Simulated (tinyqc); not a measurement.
Plane-wave Kohn-Sham cycle with exchange-only LDA in a layered model solid, step by step. One step of it, computed by the program tinyqc.

Task: Iteration 1: Hamiltonian at one k. H(m,m') = (k + G_m)^2/2 delta + V(G_m - G_m'), with V(-G) = V(G).

A solid whose potential varies along x alone (atomic units):
```
parameter                      value
period a                   14.800000
cross-section of the cell  29.000000
electrons per cell                 2
grid points                       16
plane waves -n..n, n               2
k points                           1
V1 in V1 cos(2 pi x/a)     -0.330000
V2 in V2 cos(4 pi x/a)      0.110000
```

V(G_m), m = 0, 1, 2, ... (hartree): -0.164480  -0.165000  0.055000  0.000000  0.000000

k = 0.000000 2 pi / a

Give: H.

Result:

H (hartree):
```
         -2       -1       +0       +1       +2
-2   0.1960  -0.1650   0.0550   0.0000   0.0000
-1  -0.1650  -0.0744  -0.1650   0.0550   0.0000
+0   0.0550  -0.1650  -0.1645  -0.1650   0.0550
+1   0.0000   0.0550  -0.1650  -0.0744  -0.1650
+2   0.0000   0.0000   0.0550  -0.1650   0.1960
```
